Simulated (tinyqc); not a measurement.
Worked calculation: CID on RHF in the 6-31g basis, for He, spin multiplicity 1. One step of it, computed by the program tinyqc.

Question. CID: determinants and Hamiltonian. Slater-Condon rules over spin orbitals, with the nuclear repulsion added and E(HF) subtracted on the diagonal. Only determinants linked to the reference directly or through others are kept (one block of an abelian symmetry group), so some states are absent.

one-electron integrals over orbitals h = C^T H C (hartree):
```
           1          2
1  -1.941034   0.316490
2   0.316490  -0.088737
```

Two-electron integrals over orbitals (pq|rs), unique and non-zero (hartree):
```
(11|11) 1.026907    (21|11) -0.316490   (21|21) 0.227670    (22|11) 0.858133
(22|21) -0.255554   (22|22) 0.766363
```

nuclear repulsion = 0 hartree

Hartree-Fock energy = -2.85516043 hartree

Give: determinants; H - E(HF) between determinants.

Answer.

Occupation strings over the orbitals (2 doubly, a alpha, b beta, 0 empty; spin orbitals ordered 1a 1b 2a 2b ...): 20 02

H - E(HF) between determinants (hartree):
```
        20      02
20  0.0000  0.2277
02  0.2277  3.4440
```
